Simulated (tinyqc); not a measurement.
Plane-wave Kohn-Sham cycle with exchange-only LDA in a layered model solid, step by step. One step of it, computed by the program tinyqc.

Problem. Iteration 1: levels at that k. Diagonalise the Hermitian matrix.

H (hartree), order -2, -1, +0, +1, +2:
```
[[3.771339, -0.085000, 0.000000, 0.000000, 0.000000],
 [-0.085000, 0.712577, -0.085000, 0.000000, 0.000000],
 [0.000000, -0.085000, -0.307010, -0.085000, 0.000000],
 [0.000000, 0.000000, -0.085000, 0.712577, -0.085000],
 [0.000000, 0.000000, 0.000000, -0.085000, 3.771339]]
```

Give: eigenvalues.

Solution.

eigenvalues (hartree): [-0.3210, 0.7102, 0.7242, 3.7737, 3.7737]
